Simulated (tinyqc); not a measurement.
FinFET, parasitic resistance, capacitance and delay: course of the iteration: fin currents at Vgs = Vdd, Vds = Vdd/2.

Nf fins under one contact; each has gated perimeter p = 2 Hf + Wf and cross-section A = Hf Wf; contact width Wc = Nf pf, stack height Hs = Hf. Contact length Lc = CPP - Lg - 2 Lsp, shared by two neighbouring gates. Source and drain sides are equal. The formulas are first-order estimates, not field solutions.

One fin: I = p Q vx u/(1 + |u|^1.8)^(1/1.8), Q = Cinv n Vt ln(1 + exp((Vg' - VT + dl Vd')/(n Vt))), u = Vd' mu/(vx Lg), Vg' = Vgs - v, Vd' = Vds - 2 v, with the drop on each side v = Rc (sum of I) + Rx I. I(new) = I(out).

Stop when the largest change of I is below 1e-6 uA, or after 20 iterations.

Values chosen for this exercise; values close to those of silicon logic devices:
```
symbol  value        unit                          meaning
T         300           K                      temperature
Hf         50          nm                       fin height
Wf          7          nm                        fin width
Lg         20          nm                      gate length
Cinv      2.9     uF/cm^2            inversion capacitance
vx      1.3e7        cm/s               injection velocity
mu        150  cm^2/(V s)                apparent mobility
VT       0.21           V  threshold at zero drain voltage
dl      0.035         V/V                 barrier lowering
n        1.09                          subthreshold factor
Vdd      0.75           V                   supply voltage
```

Constants: q = 1.602176634e-19 C, kB = 1.380649e-23 J/K, Vt = kB T/q. Results are converted to the units shown.

I at the start (uA): fin 1 0
Rc = 1017.49 ohm
Rx = 88 ohm

Course of the iteration:
```
iteration  total I (uA)  largest |change| of one entry (uA)
1               197.171                                 197
2              -41.9318                                 239
3               223.089                                 265
4              -63.4852                                 287
5               235.550                                 299
6              -68.6351                                 304
7               238.465                                 307
8              -69.4579                                 308
9               238.928                                 308
...                 ...                                 ...
12             -69.5938                                 309
13              239.005                                 309
14             -69.5962                                 309
15              239.006                                 309
16             -69.5965                                 309
17              239.006                                 309
18             -69.5965                                 309
19              239.006                                 309
20             -69.5966                                 309
```

Did this iteration meet its convergence test, and what does its course show?

No. Not converged within 20 iterations. The total swings between -69.60 and 239.0 for good. The largest eigenvalue of dI(out)/dI at the solution has size 1.26: above one, so substitution cannot converge. A rerun with the update damped to 0.5 converges in 10 iterations.

Computed by the program tinyqc: `OMP_NUM_THREADS=1 python tinyqc.py 2170020 2170021 out.jsonl`, one thread of a shared Intel Xeon 2.30GHz, about 0.02 s for the whole run.
